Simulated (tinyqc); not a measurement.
From results back to parameters: two electrons on one impurity (helium-like model). Three cases, with inputs chosen for the exercise.

Problem. With equal orbitals the first electron is bound by Ha* Z^2/2 and the second by Ha* [(Z - 5/16)^2 - Z^2/2]. Both were computed from hidden Z and Ha*.

Case 1.

binding of the first and second electron (meV): 23.2519  9.8548

Case 2.

binding of the first and second electron (meV): 31.0968  15.9550

Case 3.

binding of the first and second electron (meV): 122.4512  51.8983

Find: (Z - 5/16)/Z; Z; Ha*.

Solution. The sum of the two over twice the first is ((Z - 5/16)/Z)^2.

Case 1.

(Z - 5/16)/Z = 0.8438
Z = 2.00
Ha* = 11.6 meV

Case 2.

(Z - 5/16)/Z = 0.8698
Z = 2.40
Ha* = 10.8 meV

Case 3.

(Z - 5/16)/Z = 0.8438
Z = 2.00
Ha* = 61.2 meV

Computed by tinyqc, one run a case: `OMP_NUM_THREADS=1 python tinyqc.py N N+1 out.jsonl` with N = 1280459, 1280469, 1280501; one thread of a shared Intel(R) Xeon(R) Processor @ 2.30GHz, about 0.06 s a run at most.
